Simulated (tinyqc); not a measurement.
From results back to parameters: localisation in a chain with random site energies (transfer matrices). Five cases, with inputs chosen for the exercise.

Problem. In the localised range mean ln T = c - 2N/xi, xi being the localisation length in sites, and site energies spread evenly over a width W give xi = 24 (4t^2 - E^2)/W^2 for weak disorder. The two means come from a hidden xi.

Find: xi; W.

Method. The slope gives xi = 2 (N2 - N1)/(difference of the means), and W = sqrt(24 (4t^2 - E^2)/xi).

Case 1.

Values chosen: t = 0.85 eV (hopping); E = -0.21 eV (energy); N1 = 56 (first length); N2 = 220 (second length).

mean ln T: N1 -14.64722, N2 -56.16620

Solution.

xi = 7.9 sites
W = 2.94 eV

Case 2.

Values chosen: t = 1.19 eV (hopping); E = -0.83 eV (energy); N1 = 54 (first length); N2 = 129 (second length).

mean ln T: N1 -6.14701, N2 -13.87897

Solution.

xi = 19.4 sites
W = 2.48 eV

Case 3.

Values chosen: t = 1.28 eV (hopping); E = -1.33 eV (energy); N1 = 53 (first length); N2 = 211 (second length).

mean ln T: N1 -5.09991, N2 -18.60419

Solution.

xi = 23.4 sites
W = 2.22 eV

Case 4.

Values chosen: t = 0.75 eV (hopping); E = -0.44 eV (energy); N1 = 56 (first length); N2 = 141 (second length).

mean ln T: N1 -11.16379, N2 -27.66864

Solution.

xi = 10.3 sites
W = 2.19 eV

Case 5.

Values chosen: t = 0.83 eV (hopping); E = -0.42 eV (energy); N1 = 64 (first length); N2 = 261 (second length).

mean ln T: N1 -11.34017, N2 -45.01538

Solution.

xi = 11.7 sites
W = 2.30 eV

Computed by tinyqc, one run a case: `OMP_NUM_THREADS=1 python tinyqc.py N N+1 out.jsonl` with N = 1480891, 1480965, 1480998, 1481081, 1481090; one thread of a shared Intel(R) Xeon(R) Processor @ 2.30GHz, about 0.08 s a run at most.
